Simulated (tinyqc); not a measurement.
Inside a calculation: complex band structure along [001] in sp3s* tight binding. Values are carried at full precision from step to step, so a last printed digit may differ when a step is redone from the rounded ones.

For k = (0, 0, kz) the phase sums are g0 = cos(phi) and g3 = i sin(phi), phi = kz a/4, and the s, pz, s* orbitals of anion (a) and cation (c) decouple from px, py. With z = exp(i phi), H(z) = H0 + z T + T^T/z for any complex z. H0 is diagonal (Esa, Epa, Exa, Esc, Epc, Exc). The anion-cation block is B(z) = z U + W/z and the cation-anion block z W^T + U^T/z, where U has Vss/2 (s,s), Vsapc/2 (s,z), -Vscpa/2 (z,s), Vxx/2 (z,z), Vxapc/2 (s*,z), -Vpaxc/2 (z,s*), and W has the same values with the s-z and s*-z signs reversed. |z| = 1 is a band state, |z| < 1 decays along [001] as exp(-kappa d) over a distance d, kappa = -(4/a) ln|z|. No spin-orbit coupling.

Constants: hbar^2/2m0 = 3.80998211 eV angstrom^2.

Values chosen for the exercise (out of a larger set: near a published set for InP, fitted to gaps, whose masses and valley positions are rough (light masses up to twice too heavy); not measured data):
- p = (-8.607, 0.872, -1.47, 4.028, 8.238, 7.01, -5.42, 1.883, 4.236, 2.253, 5.575, 3.448, 4.48) eV (order Esa, Epa, Esc, Epc, Exa, Exc, Vss, Vxx, Vxy, Vsapc, Vscpa, Vxapc, Vpaxc)
- dE = 0.81 eV (E - Ev)
- a = 5.865 angstrom (lattice constant)

## The layer matrices

Parameters in the order Esa, Epa, Esc, Epc, Exa, Exc, Vss, Vxx, Vxy, Vsapc, Vscpa, Vxapc, Vpaxc. Form H0 and T.

diagonal of H0 (eV): sa -8.6070, za 0.8720, s*a 8.2380, sc -1.4700, zc 4.0280, s*c 7.0100

T (eV):
```
          sa      za      s*a       sc      zc      s*c
sa    0.0000  0.0000   0.0000  -2.7100  1.1265   0.0000
za    0.0000  0.0000   0.0000  -2.7875  0.9415  -2.2400
s*a   0.0000  0.0000   0.0000   0.0000  1.7240   0.0000
sc   -2.7100  2.7875   0.0000   0.0000  0.0000   0.0000
zc   -1.1265  0.9415  -1.7240   0.0000  0.0000   0.0000
s*c   0.0000  2.2400   0.0000   0.0000  0.0000   0.0000
```

## Edges at Gamma

At z = 1 the levels follow from the blocks [[Esa, Vss], [Vss, Esc]] and [[Epa, Vxx], [Vxx, Epc]]: Ev is the lower p root, and the direct gap ends at the lower of the upper roots.

Ev = -0.0068 eV
EG (direct gap) = 1.4575 eV

## Complex wave vectors at one energy in the gap

Solve det(H0 - E + z T + T^T/z) = 0 with E = Ev + dE, as the linear problem [[0, 1], [-T^T, E - H0]] x = z [[1, 0], [0, T]] x. Roots come as z, -z, 1/z and conjugates; list those with 0 < |z| < 1 and Re z, Im z >= 0, by falling |z|. Re kz = arg(z)/(pi/2) in units of 2 pi/a, kappa = -(4/a) ln|z|.

Decaying roots:
```
Re z      Im z     |z|  Re kz (2 pi/a)  kappa (1/angstrom)
0.8611  0.0000  0.8611          0.0000              0.1020
0.0000  0.3629  0.3629          1.0000              0.6913
0.0000  0.3063  0.3063          1.0000              0.8071
```

The slowest root has kappa = 0.1020 1/angstrom at Re kz = 0.000: a purely imaginary k at Gamma. The probability falls by exp(-2 kappa d), a factor 7.69 over 1 nm.

## The px, py block

For px and py the determinant gives (E - Epa)(E - Epc) = Vxx^2 cos^2(phi) + Vxy^2 sin^2(phi). With phi = i kappa a/4 this is sinh^2(kappa a/4) = ((E - Epa)(E - Epc) - Vxx^2)/(Vxx^2 - Vxy^2), E = Ev + dE. Parameters in the order Esa, Epa, Esc, Epc, Exa, Exc, Vss, Vxx, Vxy, Vsapc, Vscpa, Vxapc, Vpaxc.

sinh^2(kappa a/4) = 0.23086
kappa of the heavy-hole branch = 0.3162 1/angstrom

This branch decays faster than the slowest root of the s-pz block (0.1020), by a factor 3.10 in kappa.

## Band-edge masses of the same block

From the real bands: m/m0 = c h^2/|E(h) - E(0)| with kz = h = 0.001 1/angstrom for level 2 (light hole) and level 3 (electron) of the 6 x 6 matrix; c = hbar^2/2m0.

masses of this model, from the curvature at Gamma (m0): m_lh 0.0977, m_e 0.1280

These are masses of the nearest-neighbour model without spin-orbit coupling, which is fitted to gaps and often gives the electron too heavy.

## Checks

- Largest distance of a level of the 6 x 6 block at kz = 0.37 (2 pi/a) from a level of the full matrix, against zero (eV): both 0.000000.
- Kappa 0.1 meV above Ev against sqrt(m_lh E/c): both 0.001601.

tinyqc: `OMP_NUM_THREADS=1 python tinyqc.py 1452036 1452037 out.jsonl`; about 0.01 s, one thread, shared Intel(R) Xeon(R) Processor @ 2.30GHz.
